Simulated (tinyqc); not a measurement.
Inside a calculation. Model: thermal boundary conductance by the acoustic and diffuse mismatch models. Computed by tinyqc, a small Python program that keeps every step. Command: `OMP_NUM_THREADS=1 python tinyqc.py 3015162 3015163 out.jsonl kapitza walk`. One thread of a shared host (Intel(R) Xeon(R) Processor @ 2.30GHz), about 0.01 s of CPU time with the checks. Intermediate numbers are printed to about 6 digits and carried at full precision; extremes and crossings named in words are read from the listed rows.

Each side has one longitudinal and two transverse Debye branches, omega = v q up to q_D = (6 pi^2 n)^(1/3), with n counting all atoms. Scattering at the interface is elastic. Electrons are left out of G, also for metals. Melting is ignored. G refers to the temperatures of the phonons sent towards the interface. Linear branches over all atoms overstate G at high T, most for crystals with several atoms a cell.

Inputs (values chosen for the exercise, modelled on gallium nitride (side 1) and aluminium (side 2)): density rho_1 = 6.28 g/cm^3; longitudinal velocity vL_1 = 8120 m/s; transverse velocity vT_1 = 4120 m/s; atom density n_1 = 85.8 1/nm^3; conductivity kappa_1 = 201 W/(m K); density rho_2 = 2.74 g/cm^3; longitudinal velocity vL_2 = 6130 m/s; transverse velocity vT_2 = 3080 m/s; atom density n_2 = 60.7 1/nm^3; conductivity kappa_2 = 231 W/(m K); temperature T = 500 K; thickness d_1 = 19 nm; thickness d_2 = 67 nm; heat flux J = 38 kW/cm^2.

Structure: superlattice.

Constants: hbar = 1.054571817e-34 J s; k_B = 1.380649e-23 J/K.

## Cut-off frequencies and impedances

omega_c = v q_D for each branch, given as hbar omega_c/k_B; impedance Z = rho v.

Branches:
```
branch     v (m/s)  cut-off (K)  Z (1e6 kg/(m^2 s))
L, side 1     8120      1066.26             50.9936
T, side 1     4120       541.01             25.8736
L, side 2     6130       717.24             16.7962
T, side 2     3080       360.38              8.4392
```

## Acoustic mismatch: transmission of each branch

No mode conversion. t(theta) = 4 Z_1 Z_2 cos(theta_1) cos(theta_2)/N^2, with N = Z_2 cos(theta_1) + Z_1 cos(theta_2) for L (the form for pressure waves) and N = Z_1 cos(theta_1) + Z_2 cos(theta_2) for both T branches (the form for shear waves polarised along the interface); sin(theta_2) = (v_2/v_1) sin(theta_1), and t = 0 beyond the critical angle arcsin(v_1/v_2); the mean over the incoming flux is alpha = 2 int t sin(theta_1) cos(theta_1) d theta_1 (64 Gauss-Legendre points).

Transmission:
```
branch  t at normal incidence  largest angle from side 1 (deg)  alpha, 1 to 2  alpha, 2 to 1
L                    0.745518                               90       0.630858       0.359535
T                    0.741832                               90       0.830167       0.463952
```

For L waves from side 1 no critical angle exists; the mean is 0.63 against 0.75 at normal incidence. For T waves from side 1 no critical angle exists, and the mean 0.83 stays near the normal-incidence 0.74.

## Diffuse mismatch: transmission at low frequency

A phonon forgets its side and branch: alpha(1 to 2) = S_2/(S_1 + S_2), S_i = 1/vL_i^2 + 2/vT_i^2.

S_1 = 1.32991e-07 s^2/m^2

S_2 = 2.37440e-07 s^2/m^2

diffuse alpha, 1 to 2 = 0.640983

## Boundary conductance

G = (k_B^4 T^3/(8 pi^2 hbar^3)) int W(x) x^4 e^x/(e^x - 1)^2 dx, x = hbar omega/(k_B T). Acoustic mismatch: W = sum over the three branches of alpha(1 to 2)/v_1^2, each up to the lower of its two cut-offs. Diffuse mismatch: W = S_1 S_2/(S_1 + S_2), where S_i sums 1/v^2 over the branches of side i still below their cut-off. Radiation limit: W = min(S_1, S_2). The integral is split at the four cut-offs (64 Gauss-Legendre points a piece, x at most 45). Boundary resistance R = 1/G and Kapitza length kappa_2/G use the diffuse value.

G, acoustic mismatch = 1001.04 MW/(m^2 K)

G, diffuse mismatch = 1042.44 MW/(m^2 K)

G, radiation limit = 1520.18 MW/(m^2 K)

boundary resistance R = 0.959284 m^2 K/GW

Kapitza length in side 2 = 221.595 nm

The diffuse value is 1.04 times the acoustic one and 69 % of the radiation limit.  Caution: at this temperature short waves carry the heat; linear branches up to q_D overstate their velocity, and inelastic processes, left out here, grow with T.

## Conductance against temperature

The formulas are those given above.

G (MW/(m^2 K)):
```
T (K)  acoustic mismatch  diffuse mismatch  radiation limit
2             0.00875598        0.00695092        0.0108442
5               0.136812          0.108608         0.169440
10               1.09450          0.868865          1.35552
20               8.75537           6.95053          10.8435
40               66.8254           53.5101          83.2307
80               305.634           267.831          404.869
150              638.697           624.532          919.071
300              910.353           937.156          1368.11
600              1018.49           1062.71          1549.51
1000             1045.00           1093.48          1594.08
```

All three follow T^3 at the cold end (exponent 3.00 for the diffuse model) and flatten at high T (exponent 0.06 at the hot end); the lowest cut-off is 360 K. The ratio of diffuse to acoustic goes from 0.79 to 1.05. The plateau is set by the frequencies that both sides share.

## Cross-plane conductivity of the superlattice

kappa_eff = (d_1 + d_2)/(d_1/kappa_1 + d_2/kappa_2 + 2 R), two interfaces a period, with bulk conductivities in the layers; the gradient is J/kappa_eff.

kappa_eff = 37.3403 W/(m K)

kappa_eff without interfaces = 223.626 W/(m K)

interface share of the resistance = 0.833023

temperature gradient = 10.1767 K/micrometre

The interfaces carry most of the resistance: if both layers are scaled together, kappa_eff grows with the exponent 0.83, the interface share. Caution: R from emitted-phonon temperatures is too large for use in series with Fourier layers, by up to a factor of about 2. Caution: layers this thin are often below the phonon free path, where bulk conductivities and independent interfaces no longer hold.

Checks made by the program: detailed balance alpha_12/v_1^2 = alpha_21/v_2^2 (relative difference below 1e-10); low-temperature limit G = pi^2 k_B^4 T^3 alpha S_1/(30 hbar^3) (relative difference below 1e-10).
